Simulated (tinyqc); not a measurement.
Heavy doping: gap narrowing, degeneracy and the minority density: one step. Two estimates of the size. Five cases, with inputs chosen for the exercise.

Question. Evaluate both at N.

F_j(eta) = (1/Gamma(j + 1)) integral_0^infinity x^j dx/(1 + exp(x - eta)), which tends to exp(eta) for eta << 0.

Two physical estimates, e2 = e^2/(4 pi eps0), N in 1/angstrom^3: exchange shift at the Fermi level, Ex = (e2/eps) kF/pi with kF = (3 pi^2 N/Mv)^(1/3); screened-pair energy (Lanyon-Tuft), Es = (3/4)(e2/eps) qs with qs^2 = (4 pi e2 N/(eps kT)) F_-1/2(eta)/F_1/2(eta).

Constants: e^2/(4 pi eps0) = 14.39964547 eV angstrom; kB = 8.617333262e-05 eV/K.

Give: kF; Ex; Es.

Case 1.

Values chosen (gap and densities of states near those of GaAs at this temperature; narrowing constants of the size fitted for Si, not for this material; not measured data): N = 6.9e+17 1/cm^3 (ionised acceptors, equal to the majority density); eps = 12.6 (dielectric constant); Mv = 1 (majority valleys); T = 350 K.

eta = -2.827119
dEg (empirical fit) = 31.0211 meV

Answer.

kF = 0.02734 1/angstrom
Ex = 9.94 meV
Es = 15.38 meV

Against the fitted dEg = 31.0 meV, Ex is 0.32 and Es 0.50 times as large; each keeps one mechanism only, and Ex assumes a strongly degenerate gas, while here eta is only -2.83.

Case 2.

Values chosen (gap and densities of states near those of Si at this temperature; narrowing constants near the fits for Si; not measured data): N = 2.4e+19 1/cm^3 (ionised donors, equal to the majority density); eps = 11.5 (dielectric constant); Mv = 6 (majority valleys); T = 300 K.

eta = 0.122455
dEg (empirical fit) = 71.2014 meV

Answer.

kF = 0.04911 1/angstrom
Ex = 19.57 meV
Es = 99.90 meV

Against the fitted dEg = 71.2 meV, Ex is 0.27 and Es 1.40 times as large; each keeps one mechanism only, and Ex assumes a strongly degenerate gas, while here eta is only 0.12.

Case 3.

Values chosen (gap and densities of states near those of Si at this temperature; narrowing constants near the fits for Si; not measured data): N = 2.5e+19 1/cm^3 (ionised donors, equal to the majority density); eps = 11.4 (dielectric constant); Mv = 6 (majority valleys); T = 400 K.

eta = -0.332807
dEg (empirical fit) = 68.7466 meV

Answer.

kF = 0.04978 1/angstrom
Ex = 20.02 meV
Es = 92.67 meV

Against the fitted dEg = 68.7 meV, Ex is 0.29 and Es 1.35 times as large; each keeps one mechanism only, and Ex assumes a strongly degenerate gas, while here eta is only -0.33.

Case 4.

Values chosen (gap and densities of states near those of Si at this temperature; narrowing constants near the fits for Si; not measured data): N = 1.8e+19 1/cm^3 (ionised donors, equal to the majority density); eps = 11.7 (dielectric constant); Mv = 6 (majority valleys); T = 400 K.

eta = -0.691183
dEg (empirical fit) = 60.2627 meV

Answer.

kF = 0.04462 1/angstrom
Ex = 17.48 meV
Es = 77.34 meV

Against the fitted dEg = 60.3 meV, Ex is 0.29 and Es 1.28 times as large; each keeps one mechanism only, and Ex assumes a strongly degenerate gas, while here eta is only -0.69.

Case 5.

Values chosen (gap and densities of states near those of Si at this temperature; narrowing constants near the fits for Si; not measured data): N = 1.2e+18 1/cm^3 (ionised acceptors, equal to the majority density); eps = 12.3 (dielectric constant); Mv = 1 (majority valleys); T = 250 K.

eta = -1.945500
dEg (empirical fit) = 27.4508 meV

Answer.

kF = 0.03288 1/angstrom
Ex = 12.25 meV
Es = 24.55 meV

Against the fitted dEg = 27.5 meV, Ex is 0.45 and Es 0.89 times as large; each keeps one mechanism only, and Ex assumes a strongly degenerate gas, while here eta is only -1.95.

Computed by tinyqc, one run a case: `OMP_NUM_THREADS=1 python tinyqc.py N N+1 out.jsonl` with N = 1680404, 1680514, 1680729, 1681140, 1681178; one thread of a shared Intel(R) Xeon(R) Processor @ 2.30GHz, about 0.01 s a run at most.
